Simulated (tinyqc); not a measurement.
Free and trapped electrons in a MOS channel with a dense trap tail: one step of the calculation.

p-type body, charge-sheet picture, full ionisation (an idealisation for deep acceptors), Boltzmann statistics for free electrons. e = Ec - EF at the surface. Acceptor-like traps of density D(E) = D0 + De exp(-E/Ew) at depth E below Ec, from 0 to Eu, hold n_t = integral of D(E)/(1 + exp((e - E)/Vt)). psi = Eg - Vt ln(Nv/Na) - e; N_dep = sqrt(2 eps0 eps_r Na (psi - Vt)/q); n_f = sqrt(N_dep^2 + 2 eps0 eps_r Vt Nc exp(-e/Vt)/q) - N_dep; Vg = Vfb + psi + q (N_dep + n_t + n_f)/Cox, Cox = eps0 eox/tox.

Task. Charges and gate voltage. psi, N_dep, n_f and Vg as defined, with the n_t given; free share n_f/(n_f + n_t); apparent mobility mf n_f/(n_f + n_t); gate voltage spent on traps q n_t/Cox.

Parameters, values chosen for the exercise; band and dielectric values close to those of gallium nitride:
- T = 475 K (temperature)
- Eg = 3.34 eV (band gap)
- eps_r = 9.58 (relative permittivity)
- Nc = 4.62e18 cm^-3 (conduction-band density of states at T)
- Nv = 9.28e19 cm^-3 (valence-band density of states at T)
- eox = 3.9 (relative permittivity of the insulator)
- tox = 71 nm (insulator thickness)
- Na = 4e16 cm^-3 (acceptor density)
- Vfb = -2.77 V (flat-band voltage without trapped charge)
- mf = 170 cm^2/(V s) (mobility of free electrons)
- e = 0.181 eV (Ec - EF at the surface)

Constants: q = 1.602176634e-19 C, kB = 1.380649e-23 J/K, Vt = kB T/q, eps0 = 8.8541878128e-14 F/cm where lengths are in cm. Results are converted to the units shown.

n_t = 9.8746838e11 cm^-2

Find: psi; N_dep; n_f; Vg; free share; apparent mobility; gate voltage spent on traps.

Result.

psi = 2.8418 V
N_dep = 1.0892e12 cm^-2
n_f = 1.0985e10 cm^-2
Vg = 6.9489 V
free share = 1.1002 %
apparent mobility = 1.8704 cm^2/(V s)
gate voltage spent on traps = 3.2530 V

Computed by the program tinyqc: `OMP_NUM_THREADS=1 python tinyqc.py 2222079 2222080 out.jsonl`, one thread of a shared Intel Xeon 2.30GHz, about 0.02 s for the whole run.
